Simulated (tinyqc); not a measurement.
Conductance against temperature: thermal boundary conductance by the acoustic and diffuse mismatch models. Computed by tinyqc, a small Python program. Command: `OMP_NUM_THREADS=1 python tinyqc.py 3028056 3028057 out.jsonl kapitza walk`. One thread of a shared host (Intel(R) Xeon(R) Processor @ 2.30GHz), about 0.01 s of CPU time with the checks.

Each side has one longitudinal and two transverse Debye branches, omega = v q up to q_D = (6 pi^2 n)^(1/3), with n counting all atoms. Scattering at the interface is elastic. Electrons are left out of G, also for metals. Melting is ignored. G refers to the temperatures of the phonons sent towards the interface. Linear branches over all atoms overstate G at high T, most for crystals with several atoms a cell.

Inputs (values chosen for the exercise, modelled on titanium nitride (side 1) and silicon (side 2)):
```
quantity                    value    unit
density rho_1                5.54  g/cm^3
longitudinal velocity vL_1  10200     m/s
transverse velocity vT_1     6160     m/s
atom density n_1              106  1/nm^3
density rho_2                2.37  g/cm^3
longitudinal velocity vL_2   8710     m/s
transverse velocity vT_2     5240     m/s
atom density n_2             49.9  1/nm^3
```

Structure: film on a substrate.

Constants: hbar = 1.054571817e-34 J s; k_B = 1.380649e-23 J/K.

Method:
- omega_c = v q_D for each branch, given as hbar omega_c/k_B; impedance Z = rho v.
- No mode conversion. t(theta) = 4 Z_1 Z_2 cos(theta_1) cos(theta_2)/N^2, with N = Z_2 cos(theta_1) + Z_1 cos(theta_2) for L (the form for pressure waves) and N = Z_1 cos(theta_1) + Z_2 cos(theta_2) for both T branches (the form for shear waves polarised along the interface); sin(theta_2) = (v_2/v_1) sin(theta_1), and t = 0 beyond the critical angle arcsin(v_1/v_2); the mean over the incoming flux is alpha = 2 int t sin(theta_1) cos(theta_1) d theta_1 (64 Gauss-Legendre points).
- G = (k_B^4 T^3/(8 pi^2 hbar^3)) int W(x) x^4 e^x/(e^x - 1)^2 dx, x = hbar omega/(k_B T). Acoustic mismatch: W = sum over the three branches of alpha(1 to 2)/v_1^2, each up to the lower of its two cut-offs. Diffuse mismatch: W = S_1 S_2/(S_1 + S_2), where S_i sums 1/v^2 over the branches of side i still below their cut-off. Radiation limit: W = min(S_1, S_2). The integral is split at the four cut-offs (64 Gauss-Legendre points a piece, x at most 45).

Branches:
```
branch     v (m/s)  cut-off (K)  Z (1e6 kg/(m^2 s))
L, side 1    10200      1437.18             56.5080
T, side 1     6160       867.95             34.1264
L, side 2     8710       954.69             20.6427
T, side 2     5240       574.35             12.4188
```

Transmission:
```
branch  t at normal incidence  largest angle from side 1 (deg)  alpha, 1 to 2  alpha, 2 to 1
L                    0.783893                               90       0.695706       0.507296
T                    0.782493                               90       0.846370       0.612437
```

G (MW/(m^2 K)):
```
T (K)  acoustic mismatch  diffuse mismatch  radiation limit
2              0.0041827         0.0029467        0.0050815
5               0.065355          0.046042         0.079398
10               0.52284           0.36834          0.63519
20                4.1827            2.9467           5.0815
40                33.425            23.553           40.611
80                233.60            168.79           287.28
150               763.88            609.72           988.60
300               1408.0            1234.6           1920.4
600               1729.2            1568.2           2406.3
1000              1814.9            1658.8           2537.5
```

What follows from these numbers?

All three follow T^3 at the cold end (exponent 3.00 for the diffuse model) and flatten at high T (exponent 0.11 at the hot end); the lowest cut-off is 574 K. The ratio of diffuse to acoustic goes from 0.70 to 0.91. The plateau is set by the frequencies that both sides share.

Extremes, crossings and ranges named in words are read from the listed rows.
